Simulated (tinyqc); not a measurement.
# Electron continuity equation in a given potential, Scharfetter-Gummel discretisation: current and errors against the applied potential

Steady state in one dimension: J = q mu n E + q D dn/dx with E = -dpsi/dx and D = mu Vt, dJ/dx = q (n/tau - G), fixed densities nL and nR at the ends. The potential is given, psi = 0 for x < L/2 and U (2 x/L - 1) beyond, and is not changed by the electrons.

10 equal intervals. Fluxes J_i = (q D/h)(n_(i+1) P_i - n_i Q_i), d_i = (psi_(i+1) - psi_i)/Vt: Scharfetter-Gummel P = B(d), Q = B(-d), B(d) = d/(exp(d) - 1); central P = 1 - d/2, Q = 1 + d/2; upwind P = 1 + max(-d, 0), Q = 1 + max(d, 0). Balance at each inner node: J_i - J_(i-1) = q h (n_i/tau - G). The reference is Scharfetter-Gummel on 4000 intervals or more. Errors are those of J on the first interval against the reference at its midpoint; errors under 1e-6 % are printed as 0.

Values chosen for this exercise; mobility close to that of In0.53Ga0.47As at room temperature: temperature T = 400 K; electron mobility mu = 11200 cm^2/(V s); length of the region L = 1.1 um; density at x = 0 nL = 8.3e13 cm^-3; density at x = L nR = 9.3e14 cm^-3; lifetime tau = 7.5e-12 s; uniform generation rate G = 2.9e24 cm^-3 s^-1.

Constants: q = 1.602176634e-19 C, kB = 1.380649e-23 J/K, Vt = kB T/q. Results are converted to the units shown.

Current and errors against the applied potential:
columns A: U (V); B: largest |d|; C: reference J (A/cm^2); D: SG error (%); E: central error (%); F: upwind error (%); G: most negative central n (cm^-3), 0 if none
```
A             B        C         D        E       F         G
-0.017  0.09864    323.5     0.341    0.294    3.11         0
-0.069   0.4004    850.5  -6.30e-6  -0.0154  0.0829         0
-0.17    0.9864     2455    -0.747    0.109   -6.54         0
-0.34     1.973     5591     -1.93   -0.370   -6.96         0
-0.52     3.017     9012     -2.96   -0.100   -6.71  -8.44e14
-0.76     4.410  1.363e4     -4.00     11.1   -6.77  -4.56e15
-1        5.802  1.826e4     -4.73      107   -6.90  -1.64e16
-1.6      9.284  2.989e4     -5.74     -139   -7.12  -1.22e16
```

The reference current rises from 323 to 29900 A/cm^2. The largest errors in size are 5.7 % (Scharfetter-Gummel), 140 % (central) and 7.1 % (upwind). Central differences give negative densities for U = -0.52, -0.76, -1, -1.6 V; these rows have |d| above 2, which makes negative values possible though not certain.

Range of the model: The drift velocity mu E exceeds 1e7 cm/s somewhere, where real mobilities no longer stay constant.

tinyqc, about 0.01 s, one thread, Intel Xeon 2.30GHz (shared host): `OMP_NUM_THREADS=1 python tinyqc.py 2220102 2220103 out.jsonl`
